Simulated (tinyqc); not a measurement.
Tail length against growth temperature: equilibrium and kinetic segregation of a solute to boundaries and growing surfaces. Computed by tinyqc, a small Python program. Command: `OMP_NUM_THREADS=1 python tinyqc.py 3002884 3002885 out.jsonl segreg walk`. One thread of a shared host (Intel(R) Xeon(R) Processor @ 2.30GHz), about 0.01 s of CPU time with the checks.

Inputs (values chosen for the exercise, for a model alloy): exchange barrier E_b = 1.8 eV; surface segregation energy E_s = 0.33 eV; growth rate = 1.9 monolayers/s.

Constants: k_B = 8.617333262e-05 eV/K.

Method. Two-state exchange during growth, dilute: jump up r_u = nu exp(-E_b/(k_B T_g)), jump back r_d = r_u exp(-E_s/(k_B T_g)), nu = 1e13 1/s. In the time 1/R of one monolayer the share carried up is p = [r_u/(r_u + r_d)] [1 - exp(-(r_u + r_d)/R)]; the tail decays as p^n, length -1/ln p monolayers; the equilibrium limit has p = r_u/(r_u + r_d).

Exchange model:
```
T_g (K)       r_u/R        p  length (monolayers)  equilibrium limit
613      8.3666e-03  0.00833           2.0887e-01             517.03
656      7.8088e-02  0.07511           3.8628e-01             343.47
692      4.0926e-01  0.33560           9.1590e-01             253.64
727      1.7503e+00  0.82359           5.1526e+00             194.44
756      5.2696e+00  0.98878           8.8644e+01             158.95
784      1.4136e+01  0.99249           1.3272e+02             132.73
827      5.6488e+01  0.99035           1.0307e+02             103.07
891      3.4664e+02  0.98659           7.4049e+01              74.05
998      4.2802e+03  0.97890           4.6892e+01              46.89
```

What does the comparison show, and why?

The length peaks among these rows at 784 K with 133 monolayers. Below, exchange freezes (r_u/R = 0.0084 in the first row); above, the length follows the equilibrium limit, about exp(E_s/(k_B T)), down to 46.9.

Extremes, crossings and ranges named in words are read from the listed rows.
